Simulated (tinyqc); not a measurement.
# Inputs raised by 5 %, one at a time

Model: epitaxial growth on a vicinal surface: Burton-Cabrera-Frank step flow, step-edge barrier and island nucleation. Computed by tinyqc, a small Python program. Command: `OMP_NUM_THREADS=1 python tinyqc.py 3023567 3023568 out.jsonl stepflow sens`. One thread of a shared host (Intel(R) Xeon(R) Processor @ 2.30GHz), about 0.02 s of CPU time with the checks.

Adatoms land at rate F, hop on a square grid (a simplification for hexagonal faces), desorb, or join steps. Lengths are in units of a and n is the adatom coverage. Steps ascend at x = 0 and descend at x = l.

Inputs (values chosen for the exercise, close to those used for Ge(001)):

| quantity | value | unit |
|---|---|---|
| site spacing a | 4 | angstrom |
| step height h | 1.41 | angstrom |
| diffusion barrier E_d | 0.599 | eV |
| desorption energy E_a | 2.67 | eV |
| adatom formation energy E_f | 1.12 | eV |
| step-edge barrier E_s | 0 | eV |
| attempt frequency nu | 1 | THz |
| deposition rate F | 0.047 | layers/s |
| miscut angle | 1 | degrees |
| temperature T | 490 | C |
| critical nucleus size i | 3 | - |
| binding energy of the critical nucleus E_i | 0.37 | eV |

Constants: k_B = 8.617333262e-05 eV/K.

Method:
- D = nu exp(-E_d/(k_B T)) (a^2/s, nu counted per direction); tau = exp(E_a/(k_B T))/nu; x_s = sqrt(D tau); n_eq = exp(-E_f/(k_B T)); terrace width l = h/(a tan(miscut)); Schwoebel length l_s = exp(E_s/(k_B T)) - 1.
- Temperatures in kelvin are T(C) + 273.15.
- D n'' - n/tau + F = 0 with n(0) = n_eq and -l_s n'(l) = n(l) - n_eq. With u = n - F tau, A = n_eq - F tau, y = l/x_s, s = l_s/x_s: u = A cosh(x/x_s) + B sinh(x/x_s), B = A (1 - cosh y - s sinh y)/(sinh y + s cosh y). Flux into the ascending step J+ = D B/x_s, over the descending one J- = -(D/x_s)(A sinh y + B cosh y); step velocity J+ + J-; growth rate (J+ + J-)/l. For small y: J+ + J- = (F - n_eq/tau) l, J-/J+ = l/(l + 2 l_s).
- The coverage peaks where n' = 0, tanh(x/x_s) = -B/A.
- Island density on a flat surface without desorption: N = 0.25 (F/D)^(i/(i+2)) exp(E_i/((i+2) k_B T)) per site, with E_i = 0 for i = 1; spacing l_n = N^(-1/2). Step flow needs an effective width l_eff = 2 x(peak) below l_n.

Runs:

| input moved | from | to | peak coverage | island density N on a flat surface (per site) | J- (atoms per step site and s) | growth rate (layers/s) |
|---|---|---|---|---|---|---|
| base run | - | - | 6.1782e-08 | 1.8337e-06 | 0.47458 | 0.047000 |
| diffusion barrier E_d (eV) | 0.599 | 0.62895 | 7.4264e-08 | 2.4100e-06 | 0.47458 | 0.047000 |
| desorption energy E_a (eV) | 2.67 | 2.8035 | 6.1782e-08 | 1.8337e-06 | 0.47458 | 0.047000 |
| deposition rate F (layers/s) | 0.047 | 0.04935 | 6.2864e-08 | 1.8882e-06 | 0.49830 | 0.049350 |
| miscut angle (degrees) | 1 | 1.05 | 5.9770e-08 | 1.8337e-06 | 0.45197 | 0.047000 |
| attempt frequency nu (THz) | 1 | 1.05 | 6.0752e-08 | 1.7808e-06 | 0.47458 | 0.047000 |
| adatom formation energy E_f (eV) | 1.12 | 1.176 | 3.8770e-08 | 1.8337e-06 | 0.47458 | 0.047000 |

Exponents ln(y'/y) / ln(x'/x):

| input | peak coverage | island density N on a flat surface | J- | growth rate |
|---|---|---|---|---|
| diffusion barrier E_d | 3.772 | 5.601 | 0 | 0 |
| desorption energy E_a | 0.000 | 0.000 | 0 | 0 |
| deposition rate F | 0.356 | 0.600 | 1 | 1 |
| miscut angle | -0.679 | 0.000 | -1 | 0 |
| attempt frequency nu | -0.345 | -0.600 | 0 | 0 |
| adatom formation energy E_f | -9.550 | 0.000 | 0 | 0 |

To which inputs is each result most sensitive?

Among the inputs moved here: peak coverage answers most in size to adatom formation energy E_f (exponent -9.550), next to diffusion barrier E_d (+3.772); its exponent is below 0.0005 for desorption energy E_a. Island density N on a flat surface answers most in size to diffusion barrier E_d (exponent +5.601), next to deposition rate F (+0.600); its exponent is below 0.0005 for desorption energy E_a, miscut angle, adatom formation energy E_f. Its exponent +0.600 in deposition rate F: i/(i+2) with i = 3. J- answers most in size to miscut angle (exponent -1.000), and about equally to deposition rate F (+1.000); its exponent is below 0.0005 for diffusion barrier E_d, desorption energy E_a, attempt frequency nu, adatom formation energy E_f. Growth rate answers most in size to deposition rate F (exponent +1.000); its exponent is below 0.0005 for diffusion barrier E_d, desorption energy E_a, miscut angle, attempt frequency nu, adatom formation energy E_f. Its exponent +1.000 in deposition rate F: the growth follows the flux. Its exponent 0.000 in miscut angle: the steps stand close against x_s, so their spacing does not matter.

Caution (all rows): the prefactor 0.25 and the criterion are estimates, good to a factor of about two in length.

Extremes, crossings and ranges named in words are read from the listed rows.
